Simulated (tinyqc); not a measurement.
## Thermionic-field emission through a Schottky barrier, WKB: current against forward bias

Metal on an n-type semiconductor with one parabolic valley; V > 0 is forward bias (metal positive). Energies E are counted from the conduction edge of the neutral semiconductor, whose Fermi level lies at -xi; that of the metal lies at -xi - V. The barrier is a parabola of height Vd = phi - xi - V (depletion approximation, no image force).

Nc = 2 (2 pi me m0 kB T/h^2)^1.5 (times 1e-6 for cm^-3); Nd = Nc F12(-xi/Vt), F12(x) = (2/sqrt(pi)) int_0^infinity sqrt(u)/(1 + exp(u - x)) du; E00 = (hbar/2) sqrt(Nd/(me m0 eps0 eps_r)) in SI units (volts). For E < Vd, ln T(E) = -(Vd/E00) [sqrt(1 - y) - y ln((1 + sqrt(1 - y))/sqrt(y))], y = E/Vd; T(E) = 1 above. J = A* T (q/kB) int_0^infinity T(E) N(E) dE, N = ln[(1 + exp((-xi - E)/Vt))/(1 + exp((-xi - V - E)/Vt))], A* = 4 pi q me m0 kB^2/h^3 (times 1e-4 for A/(cm^2 K^2)). The integral is converged to the digits shown; the share over the barrier is that of E > Vd, and 0 means below 1e-6 %. n = (dV/d ln J)/Vt.

Parameters, values chosen for the exercise; band and dielectric values close to those of gallium arsenide:
```
symbol,value,unit,meaning
T,400,K,temperature
me,0.0664,m0,electron mass
eps_r,13,,relative permittivity
phi,1.05,eV,barrier height seen from the metal
Nd,2e19,cm^-3,donor density
```

Constants: q = 1.602176634e-19 C, kB = 1.380649e-23 J/K, eps0 = 8.8541878128e-12 F/m, hbar = 1.054571817e-34 J s, h = 6.62607015e-34 J s, m0 = 9.1093837015e-31 kg, Vt = kB T/q. Results are converted to the units shown.

Results:

| V (V) | J (A/cm^2) | share over the barrier (%) | mean E/Vd | n |
|---|---|---|---|---|
| 0.138 | 6773 | 0 | 0.2705 | 2.482 |
| 0.231 | 1.811e4 | 0 | 0.2795 | 2.929 |
| 0.323 | 4.396e4 | 2.01e-6 | 0.2950 | 3.069 |
| 0.416 | 1.048e5 | 1.25e-5 | 0.3151 | 3.138 |
| 0.509 | 2.456e5 | 7.94e-5 | 0.3390 | 3.200 |
| 0.602 | 5.655e5 | 5.12e-4 | 0.3672 | 3.274 |
| 0.788 | 2.795e6 | 0.0228 | 0.4419 | 3.506 |

Estimate the missing row, V = 0.695 V.

Computed row:

| V (V) | J (A/cm^2) | share over the barrier (%) | mean E/Vd | n |
|---|---|---|---|---|
| 0.695 | 1.274e6 | 3.37e-3 | 0.4010 | 3.372 |

With this row back in the table: J rises from 6770 to 2.80e6 A/cm^2, and n rises from 2.48 to 3.51. The Padovani-Stratton slope is (E00/Vt) coth(E00/Vt) = 2.62; the middle row is 22 % above it.

Range of the model: The depletion approximation, a parabolic band and the neglect of image-force lowering make these currents estimates at high doping.

tinyqc, about 0.03 s, one thread, Intel Xeon 2.30GHz (shared host): `OMP_NUM_THREADS=1 python tinyqc.py 2640064 2640065 out.jsonl`
